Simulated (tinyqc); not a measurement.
Inside a calculation. Model: MOS capacitor on an n-type substrate, surface potential from the exact charge relation.

Program tinyqc, `OMP_NUM_THREADS=1 python tinyqc.py 2060132 2060133 out.jsonl`; Intel Xeon 2.30GHz, shared host, one thread, about 0.01 s. Printed values are rounded.

Uniform n-type substrate, Boltzmann statistics, full ionisation, classical densities. psi is the surface potential against the body (positive when the bands bend down) and u = -psi/Vt. Traps are spread evenly over the gap and neutral at flat band, so their charge is -q Dit psi; the minority quasi-Fermi level is shifted by Vb.

Inputs (values chosen for the exercise); band and dielectric values close to those of gallium nitride: temperature T = 273 K; band gap Eg = 3.43 eV; relative permittivity eps_r = 9.63; conduction-band density of states at T Nc = 2e18 cm^-3; valence-band density of states at T Nv = 4.05e19 cm^-3; electron affinity chi = 4.03 eV; donor density of the substrate N = 1.1e16 cm^-3; relative permittivity of the gate insulator (close to silicon dioxide) eox = 3.9; insulator thickness tox = 4 nm; gate work function phiM = 4.49 eV; fixed charge at the interface, in units of q Nf = 0 cm^-2; density of interface traps Dit = 0 cm^-2 eV^-1; reverse bias of the inversion layer against the body Vb = 0 V; gate voltage against the body Vg = -4.74 V.

Constants: q = 1.602176634e-19 C, kB = 1.380649e-23 J/K, Vt = kB T/q, eps0 = 8.8541878128e-14 F/cm where lengths are in cm. Results are converted to the units shown.

Range of the model: At this gate voltage the surface density exceeds 0.3 of the band density of states, so degeneracy and confinement would lower the charge and capacitance.

## Flat band, threshold and scales

ni = sqrt(Nc Nv) exp(-Eg/(2 Vt)), Eg in volts; phiF = Vt ln(N/ni); Cox = eps0 eox/tox; Vfb = phiM - chi - Vt ln(Nc/N) - q Nf/Cox; Q0 = sqrt(2 eps0 eps_r q N Vt); r = (ni/N)^2 exp(-Vb/Vt); VT = Vfb - [(2 phiF + Vb)(1 + q Dit/Cox) + sqrt(2 eps0 eps_r q N (2 phiF + Vb))/Cox].

ni = 1.96833e-13 cm^-3
phiF = 1.55721 V
Cox = 0.863283 uF/cm^2
Vfb = 0.337598 V
Q0 = 8.40856 nC/cm^2
r = 3.20191e-58
VT = -2.88890 V

## Starting value

psi = -Vt (just off flat band).

psi at the start = -0.0235253 V

## Iteration 1: Newton step for the surface potential

u = -psi/Vt; F^2 = exp(-u) + u - 1 + r (exp(u) - u - 1); Qs = +sign(u) Q0 F; Cs = -dQs/dpsi = (Q0/Vt) |1 - exp(-u) + r (exp(u) - 1)|/(2 F). f = Vfb + psi + (q Dit psi - Qs)/Cox - Vg, f' = 1 + (Cs + q Dit)/Cox, psi(new) = psi - f/f'.

u = 1
F = 0.606531
Qs = 5.10005 nC/cm^2
Cs = 0.186253 uF/cm^2
f = 5.04816 V
f' = 1.21575
psi after iteration 1 = -4.17583 V

## Iteration 2: Newton step for the surface potential

As before.

u = 177.504
F = 6.26821e9
Qs = 5.27066e10 nC/cm^2
Cs = 1.12021e9 uF/cm^2
f = -6.10537e7 V
f' = 1.29762e9
psi after iteration 2 = -4.12878 V

This iterate lies far beyond the solution, so its charge is not a physical one.

## Course of the Newton iteration

Stop when the step is below 1e-10 V, or after 60 iterations.

Course of the iteration:
```
iteration,psi before the step (V),f (V),step (V)
1,-0.0235253,5.05,-4.15
2,-4.17583,-6.11e7,0.0471
3,-4.12878,-2.25e7,0.0471
4,-4.08173,-8.26e6,0.0471
5,-4.03468,-3.04e6,0.0471
6,-3.98763,-1.12e6,0.0471
7,-3.94058,-4.11e5,0.0471
8,-3.89353,-1.51e5,0.0471
9,-3.84648,-5.57e4,0.0470
...,...,...,...
16,-3.51795,-50.1,0.0456
17,-3.47236,-18.0,0.0431
18,-3.42926,-6.20,0.0370
19,-3.39231,-1.89,0.0246
20,-3.36771,-0.414,9.00e-3
21,-3.35871,-0.0365,9.56e-4
22,-3.35776,-3.60e-4,9.63e-6
23,-3.35775,-3.60e-8,9.63e-10
24,-3.35775,< 1e-12,0
```

Converged in 24 iterations. In 14 iterations the step is within 3 % of 2 Vt = 47.1 mV: there Qs grows as exp(|u|/2), and a Newton step on such an exponential moves psi by 2 Vt whatever the distance left.

## Charges, field and capacitances at the solution

converged psi = -3.35775 V

u = -psi/Vt; F^2 = exp(-u) + u - 1 + r (exp(u) - u - 1); Qs = +sign(u) Q0 F; Cs = -dQs/dpsi = (Q0/Vt) |1 - exp(-u) + r (exp(u) - 1)|/(2 F). Low frequency: 1/C_LF = 1/Cox + 1/(Cs + q Dit). High frequency, in the simple estimate in which traps and minority carriers do not follow: 1/C_HF = 1/Cox + 1/Cd, Cd being Cs with r = 0 at the same psi. Minority sheet density N_inv = (Q0/(2 q)) int_0^u r (exp(t) - 1)/F(t) dt for u > 0. Oxide field |Qs - q Dit psi + q Nf|/(eps0 eox).

Qs = 1484.72 nC/cm^2
N_inv = 8.65136e12 cm^-2
oxide field = 4.29963 MV/cm
Cs = 31.4133 uF/cm^2
C_LF/Cox = 0.973254
C_HF/Cox = 0.0170917

The surface is in strong inversion (borders at |psi| = 0, phiF + Vb and 2 phiF + Vb = 3.11 V). Minority carriers make up 93.4 % of Qs.
